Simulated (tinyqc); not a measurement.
Screening unbinds the donor: static screening by free carriers.

kF = (3 pi^2 n/Mv)^(1/3), EF = c kF^2/m with c = hbar^2/2m0, n in 1/angstrom^3 (1e-24 per 1/cm^3), e2 = e^2/(4 pi eps0). Thomas-Fermi: qTF^2 = 6 pi e2 n/(eps EF). Debye: qD^2 = 4 pi e2 n/(eps kB T).

F_j(eta) = (1/Gamma(j + 1)) integral_0^infinity x^j dx/(1 + exp(x - eta)), which tends to exp(eta) for eta << 0.

At finite T: qs^2 = qD^2 F_-1/2(eta)/F_1/2(eta), where n = Mv N F_1/2(eta) and N = 2 (m kB T/(4 pi c))^(3/2) with c = hbar^2/2m0, in 1/angstrom^3; times 1e24 for 1/cm^3.

Donor in the screened potential -(e2/eps) exp(-qs r)/r with the trial function exp(-r/a): E(a) = c/(m a^2) - (e2/eps) 4/(a (2 + qs a)^2), e2 = e^2/(4 pi eps0), c = hbar^2/2m0; isotropic mass.

Constants: hbar^2/2m0 = 3.80998211 eV angstrom^2; e^2/(4 pi eps0) = 14.39964547 eV angstrom; kB = 8.617333262e-05 eV/K; a0 (Bohr radius) = 0.5291772105 angstrom.

Values chosen for the exercise (near those of Ge; the results hold for these values, not for the real material):
- m = 0.219 m0 (mass of one isotropic valley)
- Mv = 4 (valleys)
- eps = 15.8 (background dielectric constant)
- T = 77 K

All carriers n are taken as free and screen with qs(T); E(a) is minimised over a; a dash marks no bound state. aB = a0 eps/m.

Donor level:

| n (1/cm^3) | n^(1/3) aB | qs aB | E (meV) | a/aB |
|---|---|---|---|---|
| 1.0e+14 | 0.018 | 0.016 | -11.56 | 1.000 |
| 1.0e+15 | 0.038 | 0.050 | -10.78 | 1.002 |
| 6.0e+15 | 0.069 | 0.123 | -9.26 | 1.010 |
| 2.0e+16 | 0.104 | 0.224 | -7.38 | 1.031 |
| 5.0e+16 | 0.141 | 0.352 | -5.37 | 1.073 |
| 1.0e+17 | 0.177 | 0.495 | -3.55 | 1.142 |
| 3.0e+17 | 0.256 | 0.836 | -0.70 | 1.491 |
| 8.0e+17 | 0.354 | 1.291 | - | - |

aB = 38.2 angstrom

What does the comparison show?

The level rises from -11.56 meV at the lowest density to -0.70 meV at 3e+17 1/cm^3, against -11.94 meV unscreened. The trial function finds no bound state from 8e+17 1/cm^3 on, where qs aB = 1.29 and n^(1/3) aB = 0.35. This trial function loses binding at qs aB = 1 and the exact Yukawa problem at 1.19; the Mott rule of thumb is n^(1/3) aB = 0.26.

Run: tinyqc, `OMP_NUM_THREADS=1 python tinyqc.py 1682252 1682253 out.jsonl`; Intel(R) Xeon(R) Processor @ 2.30GHz, one thread, shared host; about 0.01 s of CPU time with all checks.
